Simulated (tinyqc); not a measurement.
# Energy and delay of logic against supply voltage: two studies

One expression serves below and above threshold: I(Vg) = Ik [ln(1 + exp((Vg - VT + dd V)/(al nf Vt)))]^al, with I_on = I(V) and I_off = I(0). Gate delay td = kd C V/I_on, clock period LD td. Per gate and cycle the switching energy is act C V^2 and the leakage energy I_off V LD td. No short-circuit current, no variation. Minima are sought above 0.09 V; below a few Vt gates no longer switch and the model has no meaning.

Parameters, values chosen for the exercise; values of the order met in logic technologies: temperature T = 300 K; threshold voltage at zero drain bias VT = 0.44 V; slope factor nf = 1.29; barrier lowering per volt of supply dd = 0.03; specific current of a gate Ik = 2.3 uA; exponent of the current law al = 1.26; load capacitance of a gate C = 2.9 fF; delay factor kd = 1.1; logic depth LD = 60; activity factor act = 0.3.

Constants: q = 1.602176634e-19 C, kB = 1.380649e-23 J/K, Vt = kB T/q. Results are converted to the units shown.

Each table varies one quantity; the others keep the values above.

## Energy and delay against supply voltage

EDP = energy times td.

Energy and delay against supply voltage:
```
V (V)	I_on (uA)	I_off (nA)	td (ps)	switching (aJ)	leakage (aJ)	energy (aJ)	EDP (fJ ps)
0.15	4.400e-4	0.004902	1.088e6	19.57	47.98	67.55	7.346e4
0.27	0.01768	0.005460	4.870e4	63.42	4.308	67.73	3299
0.38	0.4490	0.006028	2700	125.6	0.3710	126.0	340.1
0.5	5.301	0.006715	300.9	217.5	0.06062	217.6	65.46
0.62	16.32	0.007481	121.2	334.4	0.03373	334.5	40.54
0.73	28.75	0.008259	80.99	463.6	0.02930	463.7	37.55
0.85	43.78	0.009201	61.93	628.6	0.02906	628.6	38.93
0.97	59.98	0.01025	51.59	818.6	0.03077	818.6	42.23
1.08	75.68	0.01132	45.52	1015	0.03338	1015	46.20
1.2	93.61	0.01261	40.89	1253	0.03711	1253	51.23
```

Read the table: what changes, and by how much?

td falls from 1.09e6 to 40.9 ps; the energy rises from 67.6 to 1250 aJ and the EDP goes from 73500 through a minimum of 37.6 (at V = 0.73 V among the rows listed) to 51.2 fJ ps. The exact minima lie at V = 0.204 V for the energy and 0.736 V for the EDP. Going from 1.2 V to the energy minimum saves a factor of 23.3 in energy and costs a factor of 6850 in delay. Below the minimum the leakage energy rises faster than the switching energy falls, because the clock period grows so steeply.

## Optimum supplies against the activity factor

Same model as above.

V_min minimises the energy and V_EDP the product of energy and td.

Results:
```
act	V_min (V)	energy at V_min (aJ)	leakage share (%)	clock at V_min (MHz)	V_EDP (V)	clock at V_EDP (GHz)
0.002	0.4013	1.176	20.55	10.21	0.7400	0.2115
0.005	0.3666	2.442	20.18	4.432	0.7378	0.2102
0.01	0.3404	4.239	20.75	2.250	0.7370	0.2098
0.02	0.3138	7.316	21.92	1.112	0.7366	0.2096
0.05	0.2780	14.81	24.30	0.4249	0.7364	0.2094
0.1	0.2502	24.82	26.83	0.2016	0.7363	0.2094
0.5	0.1807	75.10	36.96	0.03281	0.7362	0.2093
```

Estimate the missing row, act = 0.2.

Computed row:
```
act	V_min (V)	energy at V_min (aJ)	leakage share (%)	clock at V_min (MHz)	V_EDP (V)	clock at V_EDP (GHz)
0.2	0.2214	40.76	30.22	0.09397	0.7363	0.2094
```

With this row back in the table: As act goes from 0.002 to 0.5, V_min falls from 0.401 to 0.181 V, the energy there rises from 1.18 to 75.1 aJ, the clock there falls from 10.2 to 0.0328 MHz and V_EDP falls from 0.740 to 0.736 V. act and LD enter V_min only through the ratio act/LD.

Program tinyqc, `OMP_NUM_THREADS=1 python tinyqc.py 2082194 2082195 out.jsonl`; Intel Xeon 2.30GHz, shared host, one thread, about 0.01 s.
